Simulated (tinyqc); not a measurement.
Surface photovoltage measurement of the minority-carrier diffusion length in a wafer: one step, computed by the program tinyqc. Command: `OMP_NUM_THREADS=1 python tinyqc.py 3130474 3130475 out.jsonl spv walk`. One thread of a shared host (Intel(R) Xeon(R) Processor @ 2.30GHz), about 0.01 s of CPU time with the checks.

Low injection, steady light, a depletion layer much thinner than 1/alpha and L. The excess density dn is taken at the front edge of the neutral region; light that reaches the back is lost.

Task: The linear plot. alpha = (84.732/lambda - 76.417)^2 per cm with lambda in micrometre (an empirical fit for silicon between 0.7 and 1.05 micrometre). Thick wafer: dn = Phi L/((S_f + D/L)(L + 1/alpha)). Finite wafer, with s = S_b L/D, w = W/L, a = alpha L: dn = [Phi a/(a^2 - 1)] [a - B - exp(-alpha W)(a - s)/(cosh w + s sinh w)]/(S_f + B D/L), B = (sinh w + s cosh w)/(cosh w + s sinh w). Readings y = (Phi/dn) (1 + noise x g) at 780, 830, 880, 920, 950, 975 and 995 nm; a least-squares line y = c (1/alpha + L_app) gives L_app = intercept/slope.

Inputs (values chosen for the exercise, modelled on p-type silicon at room temperature):

| quantity | value | unit |
|---|---|---|
| diffusion length L | 250 | micrometre |
| wafer thickness W | 775 | micrometre |
| diffusivity D | 29.5 | cm^2/s |
| front recombination velocity S_f | 7100 | cm/s |
| back recombination velocity S_b | 270000 | cm/s |
| photon flux entering | 3.9e+13 | 1/(cm^2 s) |
| relative noise of each reading | 0.2 | % |

normal deviates g for the noise: -0.86  -0.20  0.29  -0.83  -0.85  -1.10  0.14

Give: the table «Readings» with the columns 1/alpha (micrometre), y (cm/s), line (cm/s), for lambda (nm) = 780, 830, 880, 920, 950, 975, 995; slope; apparent length L_app; error of L_app (rounded to 0.001).

Result:

Readings:

| lambda (nm) | 1/alpha (micrometre) | y (cm/s) | line (cm/s) |
|---|---|---|---|
| 780 | 9.64 | 8591 | 8592 |
| 830 | 15.18 | 8786 | 8778 |
| 880 | 25.33 | 9134 | 9118 |
| 920 | 40.66 | 9624 | 9633 |
| 950 | 61.28 | 10311 | 10324 |
| 975 | 90.92 | 11299 | 11319 |
| 995 | 130.89 | 12679 | 12660 |

slope = 33.550 cm/(s micrometre)

apparent length L_app = 246.45 micrometre

error of L_app (rounded to 0.001) = -1.42 %

Without noise the error would be -1.3 %, from the finite thickness at W/L = 3.1. S_f scales all readings alike and leaves L_app unchanged.
